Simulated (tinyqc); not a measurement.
## Gate work function from the charge

Question. For an undoped double gate, Q = 8 eps0 eps_r Vt beta tan(beta)/ts with 0 < beta < pi/2, and at the source (Vg - dphi)/(2 Vt) - ln[(2/ts) sqrt(2 eps0 eps_r Vt/(q ni))] = ln(beta) - ln(cos beta) + 2 r beta tan(beta), r = eps_r tox/(eox ts). Find beta and dphi.

Parameters, values chosen for the exercise; material values close to those of silicon:
```
symbol,value,unit,meaning
T,300,K,temperature
eps_r,11.8,,relative permittivity of the semiconductor
eox,7.8,,relative permittivity of the gate insulator
tox,6.3,nm,insulator thickness
ts,25,nm,body thickness
Vg,0.41,V,gate voltage
```

Constants: q = 1.602176634e-19 C, kB = 1.380649e-23 J/K, Vt = kB T/q, eps0 = 8.8541878128e-14 F/cm where lengths are in cm. Results are converted to the units shown.

Qs = 0.045789275 nC/cm^2
ni = 1.5659851e10 cm^-3

Answer. beta tan(beta) rises from 0 without bound on the interval, so the charge fixes beta; the second relation is then explicit in dphi.

beta = 0.02301
dphi = 0.1800 V

tinyqc, about 0.02 s, one thread, Intel Xeon 2.30GHz (shared host): `OMP_NUM_THREADS=1 python tinyqc.py 2440170 2440171 out.jsonl`
